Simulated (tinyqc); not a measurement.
Worked calculation: MP2 on RHF in the sto-3g basis, for H3+, spin multiplicity 1. One step of it, computed by the program tinyqc.

Problem. Iteration 9 (converged): orbitals. Diagonalise F' = X^T F X, C = X C', fill 1 alpha and 1 beta electrons from the bottom; D = 2 C_occ C_occ^T. Each column has its largest component positive (the first on a tie).

converged F (hartree), lower triangle:
```
,1H 1s,2H 1s,3H 1s
1H 1s,-0.753201
2H 1s,-0.729881,-0.753201
3H 1s,-0.683601,-0.683601,-0.721853
```

X, lower triangle:
```
,1H 1s,2H 1s,3H 1s
1H 1s,1.168020
2H 1s,-0.251287,1.168020
3H 1s,-0.206921,-0.206921,1.143123
```

Give: F' = X^T F X; orbital energies; coefficients C; D after iteration 9.

Solution.

F' = X^T F X (hartree), lower triangle:
```
,1,2,3
1,-0.418
2,-0.371,-0.418
3,-0.323,-0.323,-0.423
```

orbital energies (hartree): MO1 -1.098, MO2 -0.115, MO3 -0.047

coefficients C:
```
,MO1,MO2,MO3
1H 1s,0.421,-0.535,1.004
2H 1s,0.421,-0.535,-1.004
3H 1s,0.398,1.111,0.000
```

D after iteration 9, lower triangle:
```
,1H 1s,2H 1s,3H 1s
1H 1s,0.354
2H 1s,0.354,0.354
3H 1s,0.335,0.335,0.317
```
